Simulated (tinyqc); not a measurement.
## Junctionless gate-all-around wire, depletion approximation: output curve

A uniformly doped n-type wire of radius R under a surrounding gate; long channel. Below flat band a shell from radius rc to R is fully depleted and the neutral core, at channel potential V (0 at the source, Vd at the drain), carries the current with constant mobility; s = (rc/R)^2 is the share of the cross-section that conducts. The edge of the depleted shell is taken as abrupt, so there is no subthreshold current.

Cox = eps0 eox/(R ln(1 + tox/R)); A = q Nd R^2/(4 eps0 eps_r); B = q Nd R/(2 Cox); VT = Vfb - A - B. s solves Vfb - Vg + V = A (1 - s + s ln s) + B (1 - s), and s = 0 where the left side exceeds A + B. I = (q mu Nd pi R^2/L)[g(s0) - g(sL)], g = A (s^2/4 - (s^2/2) ln s) + B s^2/2, with s0 at V = 0 and sL at V = Vd.

Parameters, values chosen for the exercise; material values close to those of gallium nitride:
```
symbol,value,unit,meaning
eps_r,9.61,,relative permittivity of the semiconductor
eox,9,,relative permittivity of the gate insulator
tox,3.8,nm,insulator thickness
R,15,nm,wire radius
Nd,1.1e19,cm^-3,donor density
Vfb,0.48,V,flat-band voltage
mu,61,cm^2/(V s),effective mobility in the wire
L,0.1,um,gate length
Vg,0.27,V,gate voltage
```

Constants: q = 1.602176634e-19 C, eps0 = 8.8541878128e-14 F/cm where lengths are in cm. Results are converted to the units shown.

Output curve:

| Vd (V) | sL | I (uA) | I/Vd (uS) |
|---|---|---|---|
| 0.253 | 0.4976 | 11.55 | 45.66 |
| 0.498 | 0.3424 | 19.31 | 38.77 |
| 0.744 | 0.2221 | 24.54 | 32.98 |
| 0.989 | 0.1281 | 27.76 | 28.07 |
| 1.234 | 0.05552 | 29.44 | 23.86 |
| 1.479 | 0.004763 | 29.96 | 20.26 |
| 1.725 | 0 | 29.97 | 17.37 |
| 1.97 | 0 | 29.97 | 15.21 |

Read the table: what changes, and by how much?

The current rises from 11.6 to 30.0 uA; the conducting share at the drain falls from 0.498 to 0. The core closes at Vd = Vg - VT = 1.52 V, and the current is constant beyond. In every row the surface field at full depletion passes 1.5 MV/cm, where tunnelling or breakdown may set in.

tinyqc, about 0.01 s, one thread, Intel Xeon 2.30GHz (shared host): `OMP_NUM_THREADS=1 python tinyqc.py 2460112 2460113 out.jsonl`
